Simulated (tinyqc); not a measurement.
What each parameter does: coherent potential approximation for a binary alloy with a semi-elliptic band.

Site levels eA = -x d (share 1 - x) and eB = (1 - x) d (share x), so that their mean, the virtual crystal, is 0. Pure band: G0(z) = 2 (z - sqrt(z - W) sqrt(z + W))/W^2 with principal roots, density -Im G/pi per site. The medium has a self-energy S(z), G = G0(z - S), z = E + i eta. t_i = (e_i - S)/(1 - (e_i - S) G); the CPA demands <t> = (1 - x) tA + x tB = 0. Iteration: start at S = 0, set S(new) = S + <t>/(1 + <t> G), stop when |<t>| < 1e-9 eV.

Inputs chosen for the exercise: W = 1.9 eV (half width of the pure band); x = 0.12 (fraction of B); d = 0.91 eV (eB - eA); eta = 0.038 eV (broadening); E = 1.2 eV (energy).

Converged values at E.

Results for these values:
```
case  Re S (eV)  Im S (eV)  density (1/eV)
base    -0.0050    -0.1250          0.2329
```

What happens to each result for x = 0.17, all else kept?

Answer: Re S rises from -0.0050 to 0.0215; Im S falls from -0.1250 to -0.1660; density falls from 0.2329 to 0.2308.

The same for each parameter in turn:
```
case            Re S (eV)  Im S (eV)  density (1/eV)
base              -0.0050    -0.1250          0.2329
W = 2.09 eV       -0.0056    -0.1058          0.2292
x = 0.17           0.0215    -0.1660          0.2308
d = 1.001 eV      -0.0207    -0.1525          0.2268
eta = 0.076 eV    -0.0023    -0.1207          0.2286
E = 1.39 eV        0.0228    -0.1368          0.2060
```

(tinyqc, `OMP_NUM_THREADS=1 python tinyqc.py 1481818 1481819 out.jsonl`, Intel(R) Xeon(R) Processor @ 2.30GHz, 1 thread, shared host, about 0.01 s.)
